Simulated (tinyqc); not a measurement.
# One-diode model of a solar cell: two studies

J is the current delivered and Vj = V + J Rs the junction voltage. J = X JL - J01 (exp(Vj/(n1 Vt)) - 1) - Vj/Rp. The photocurrent does not depend on voltage.

Inputs (values chosen for the exercise); values of the order met in cells of cadmium telluride: temperature T = 298.15 K; photocurrent at one sun JL = 25 mA/cm^2; concentration X = 1 suns; saturation current of the diode J01 = 1.1e-10 A/cm^2; ideality factor of the diode n1 = 1.65; series resistance Rs = 0.62 ohm cm^2; shunt resistance Rp = 40000 ohm cm^2; incident power at one sun Pin = 100 mW/cm^2.

Constants: q = 1.602176634e-19 C, kB = 1.380649e-23 J/K, Vt = kB T/q. Results are converted to the units shown.

Each table varies one quantity; the others keep the values above.

## Effect of the shunt resistance

Jsc at V = 0, Voc at J = 0, the maximum power point where J (1 + 2 Rs G) = G Vj with G = -dJ/dVj; FF = Vmp Jmp/(Voc Jsc); efficiency Vmp Jmp/(X Pin). Empirical fill factor without parasitics FF0 = (v - ln(v + 0.72))/(v + 1), v = Voc/(n1 Vt).

Result of one run:
```
Rp (ohm cm^2)  Jsc (mA/cm^2)  Voc (V)  Vmp (V)  Jmp (mA/cm^2)      FF  efficiency (%)     FF0
1e5                    25.00   0.8157   0.6817          23.50  0.7856           16.02  0.8027
```

What becomes of these results when the shunt resistance Rp is changed from 1e5 to 3000 ohm cm^2, all else the same?

Result of the changed run:
```
Rp (ohm cm^2)  Jsc (mA/cm^2)  Voc (V)  Vmp (V)  Jmp (mA/cm^2)      FF  efficiency (%)     FF0
3000                   24.99   0.8152   0.6811          23.30  0.7788           15.87  0.8026
```

The whole series:
```
Rp (ohm cm^2)  Jsc (mA/cm^2)  Voc (V)  Vmp (V)  Jmp (mA/cm^2)      FF  efficiency (%)     FF0
30                     24.49   0.7005   0.3749          12.25  0.2677           4.592  0.7804
100                    24.85   0.7994   0.6552          17.60  0.5808           11.53  0.7998
300                    24.95   0.8109   0.6749          21.47  0.7163           14.49  0.8019
1000                   24.98   0.8143   0.6798          22.89  0.7648           15.56  0.8025
3000                   24.99   0.8152   0.6811          23.30  0.7788           15.87  0.8026
10000                  25.00   0.8156   0.6815          23.44  0.7837           15.98  0.8027
30000                  25.00   0.8157   0.6816          23.49  0.7851           16.01  0.8027
1e5                    25.00   0.8157   0.6817          23.50  0.7856           16.02  0.8027
```

As Rp goes from 30 to 1e5, Voc rises from 0.700 to 0.816 V, FF rises from 0.268 to 0.786 and the efficiency rises from 4.59 to 16.0 %. Voc changes by 0.0618 mV a decade between the last two rows and 189 mV between the first two. For Rp = 30, 100 the shunt carries over 0.3 of the photocurrent at open circuit, so it pulls Voc down and FF towards the 1/4 of a resistor.

## Effect of the series resistance

Same model as above.

The same in every row: Voc (V) = 0.8157; FF0 = 0.8027.

Results:
```
Rs (ohm cm^2)  Jsc (mA/cm^2)  Vmp (V)  Jmp (mA/cm^2)      FF  efficiency (%)
0                      25.00   0.6946          23.55  0.8021           16.36
0.05                   25.00   0.6935          23.54  0.8007           16.33
0.11                   25.00   0.6923          23.54  0.7991           16.29
0.25                   25.00   0.6894          23.52  0.7953           16.22
1.2                    25.00   0.6696          23.43  0.7696           15.69
2.7                    25.00   0.6392          23.27  0.7295           14.87
6                      25.00   0.5759          22.78  0.6436           13.12
```

Estimate the missing row, Rs = 0.55 ohm cm^2.

Computed row:
```
Rs (ohm cm^2)  Jsc (mA/cm^2)  Vmp (V)  Jmp (mA/cm^2)      FF  efficiency (%)
0.55                   25.00   0.6831          23.50  0.7871           16.05
```

With this row back in the table: As Rs goes from 0 to 6, Voc stays at 0.816 V, FF falls from 0.802 to 0.644 and the efficiency falls from 16.4 to 13.1 %. Voc does not depend on Rs, since no current flows through it at open circuit; between the first two rows FF drops by 1.11 times rs = Rs Jsc/Voc in relative terms.

Program tinyqc, `OMP_NUM_THREADS=1 python tinyqc.py 2280117 2280118 out.jsonl`; Intel Xeon 2.30GHz, shared host, one thread, about 0.01 s.
